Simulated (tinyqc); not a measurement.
# Van der Pauw, Hall and four-point-probe measurements on a doped layer: correction factor against the shape of the sample

A uniform n-type layer with sheet resistance Rs = 1/(q ns mu), point contacts, low field (mu B small).

Rs = 1/(q ns mu). For a rectangle with contacts at the corners, RA = (8 Rs/pi) sum_(k>=0) ln coth((2k + 1) pi a/(2 b)) with current along a short side b and voltage along the opposite one, RB the same with a and b exchanged. ar = a/b. F = Rs/[(pi/ln 2)(RA + RB)/2]; small-asymmetry estimate 1 - (ln 2/2) d^2 - ((ln 2)^2/4 - (ln 2)^3/12) d^4 with d = (RB - RA)/(RB + RA).

Parameters, values chosen for the exercise:
```
symbol   value        unit                     meaning
ns      2.4e14       cm^-2  sheet density of the layer
mu         580  cm^2/(V s)              drift mobility
```

Constants: q = 1.602176634e-19 C. Results are converted to the units shown.

Result of one run:
```
RA (ohm),RB (ohm),RB/RA,F,estimate of F
2.326,27.04,11.62,0.6738,0.7082
```

Which side ratio a/b of a rectangular sample with corner contacts ar gave this result: 1.46, 1.69, 1.91, 2.14 or 2.6?

ar = 1.46.

The whole series:
```
ar,RA (ohm),RB (ohm),RB/RA,F,estimate of F
1,9.893,9.893,1.000,1.000,1.000
1.23,4.794,17.90,3.734,0.8718,0.8741
1.46,2.326,27.04,11.62,0.6738,0.7082
1.69,1.129,36.77,32.55,0.5221,0.6213
1.91,0.5658,46.35,81.92,0.4217,0.5862
2.14,0.2747,56.52,205.8,0.3484,0.5713
2.37,0.1334,66.76,500.6,0.2958,0.5653
2.6,0.06475,77.04,1190,0.2566,0.5628
```

RB/RA rises from 1.00 to 1190 and F falls from 1.00 to 0.257. The estimate is 5.1 % above F at a/b = 1.46 and 2.19 times it in the last row. RA shrinks about as exp(-pi a/b): by a factor of 2.06 between the last two rows, against 2.06.

Numbers from tinyqc (`OMP_NUM_THREADS=1 python tinyqc.py 2850179 2850180 out.jsonl`; about 0.01 s on one thread of a shared Intel Xeon 2.30GHz).
